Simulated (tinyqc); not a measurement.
Inside a calculation. Model: rectangular fin or nanosheet with a gate all round, subbands and threshold shift from confinement.

Program tinyqc, `OMP_NUM_THREADS=1 python tinyqc.py 2350089 2350090 out.jsonl`; Intel Xeon 2.30GHz, shared host, one thread, about 0.09 s. Printed values are rounded.

Undoped body with a flat potential across it, hard walls, transport along x. One isotropic valley (g = 1, mx = my = mz = me). Non-parabolicity enters the subband edges through E (1 + al E) = gamma, so E = 2 gamma/(1 + sqrt(1 + 4 al gamma)); motion within a subband is taken as parabolic with the band-edge mass. Energies are counted from the bulk band edge.

Values chosen for this exercise; masses close to those of GaN:

| symbol | value | unit | meaning |
|---|---|---|---|
| T | 300 | K | temperature |
| me | 0.197 | m0 | mass at the band edge |
| al | 0.2 | 1/eV | non-parabolicity |
| t | 3.9 | nm | width (along y) |
| dl | 0.3 | nm | widening of the box by penetration into the insulator |
| H | 15.6 | nm | height (along z) |

Constants: q = 1.602176634e-19 C, kB = 1.380649e-23 J/K, hbar = 1.054571817e-34 J s, m0 = 9.1093837015e-31 kg, Vt = kB T/q, hbar^2/(2 m0) = 0.0380998212 eV nm^2. Results are converted to the units shown.

## Lowest subbands

gamma = C pi^2 [a^2/(my (t + dl)^2) + b^2/(mz (H + dl)^2)], C = hbar^2/(2 m0). List the 5 lowest, labelled by quantum numbers, with degeneracy g and N_k: N_k = g sqrt(2 mx m0 kB T/(pi hbar^2)).

```
subband,E_k (eV),g,N_k (cm^-1)
"1,1",0.113195,1,2.06274e6
"1,2",0.134776,1,2.06274e6
"1,3",0.170356,1,2.06274e6
"1,4",0.219386,1,2.06274e6
"1,5",0.281155,1,2.06274e6
```

## Threshold shift

Each subband has N_k = g sqrt(2 mx m0 kB T/(pi hbar^2)); without degeneracy n = exp(EF/Vt) sum N_k exp(-E_k/Vt). Classical value Nc times t H, Nc = sum over valleys of 2 g (m m0 kB T/(2 pi hbar^2))^1.5 with m = (mx my mz)^(1/3). Threshold shift dVT = Vt ln(classical value/sum N_k exp(-E_k/Vt)). Use the subbands listed.

shares, subband 1,1 to 1,5 (%): [64.0405, 27.7919, 7.0178, 1.0533, 0.0966]
sum N_k exp(-E_k/Vt) = 40401.0 cm^-1
Nc = 2.19418e18 cm^-3
classical value = 1.33494e6 cm^-1
dVT = 90.4247 mV

With all subbands dVT = 90.42 mV. The lowest edge lies at 113 meV; dVT is smaller than that, since sum N_k exp(-(E_k - E_1)/Vt) exceeds the classical value.
